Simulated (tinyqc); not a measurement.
Inside a calculation. Model: voltage acceleration of oxide breakdown, four models on the same data.

Program tinyqc, `OMP_NUM_THREADS=1 python tinyqc.py 2070160 2070161 out.jsonl`; Intel Xeon 2.30GHz, shared host, one thread, about 0.01 s. Printed values are rounded.

Field E = V/tox in MV/cm. Models: ln(t63/1 s) = a - c X with X = E (E model), -1/E (1/E model), ln V (power law, c the exponent n) or sqrt(E).

Parameters, values chosen for the exercise:
- tox = 5.9 nm (oxide thickness)
- Vu = 3.5 V (use voltage)
- Ts = 423 K (stress temperature)
- Tu = 378 K (use temperature)
- Ea = 0.67 eV (activation energy)
- ks = 6.9e-6 (factor for area and percentile)

Constants: q = 1.602176634e-19 C, kB = 1.380649e-23 J/K. Results are converted to the units shown.

Range of the model: All four laws are empirical fits; none is established far below the stress range.

## Fitting the models

| stress | V (V) | t63 (s) |
|---|---|---|
| 0 | 6.1 | 44590 |
| 1 | 7.05 | 690 |
| 2 | 8.1 | 12.66 |

The three stress times were made with the power model, c = 28.8, and are treated as data. For each model fit ln t63 on X by least squares over the three points.

| model | c | a | largest misfit in ln t63 (0: below 0.002) |
|---|---|---|---|
| E | 2.40637 | 35.4835 | 0.192729 |
| 1/E | 341.234 | -22.2122 | 0.191748 |
| power | 28.7995 | 62.7830 | 0.000000 |
| sqrt E | 16.6705 | 64.2590 | 0.096569 |

The worst misfit of any model is 0.19 in ln t63, a factor of 1.21 in time, comparable to the scatter of t63 from small samples, so such data hardly tell the models apart.

## Projection to use conditions

Project to Vu, multiply by exp[(Ea q/kB)(1/Tu - 1/Ts)] and by ks; ten years are 3.15576e8 s. The largest voltage for ten years solves the same relation for V.

temperature factor = 8.91893

| model | lifetime (years) | largest voltage for ten years (V) |
|---|---|---|
| E | 0.00316779 | 1.52449 |
| 1/E | 4217.10 | 3.91096 |
| power | 0.771764 | 3.20213 |
| sqrt E | 0.0366282 | 2.59971 |

The lifetimes span 6.12 decades, from the E model (most cautious) to the 1/E model; the allowed voltage spans 1.52 to 3.91 V. 1 of the four models pass ten years at Vu. Lifetimes beyond a thousand years are formal extrapolations.
